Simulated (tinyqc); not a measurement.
## Site energy and hopping from one surface Green function

Question. A semi-infinite chain with site energy e0 and hopping -t has g_s = 1/(E - e0 - t^2 g_s). Inside the band |g_s| = 1/t and Re g_s = (E - e0)/(2 t^2). Find t and e0.

g_s at E = 1.93 eV = 0.54500000-0.83843604i 1/eV

Answer. t = 1/|g_s|, and e0 = E - 2 t^2 Re g_s.

t = 1.000 eV
e0 = 0.8400 eV

Computed by the program tinyqc: `OMP_NUM_THREADS=1 python tinyqc.py 2680110 2680111 out.jsonl`, one thread of a shared Intel Xeon 2.30GHz, about 0.07 s for the whole run.
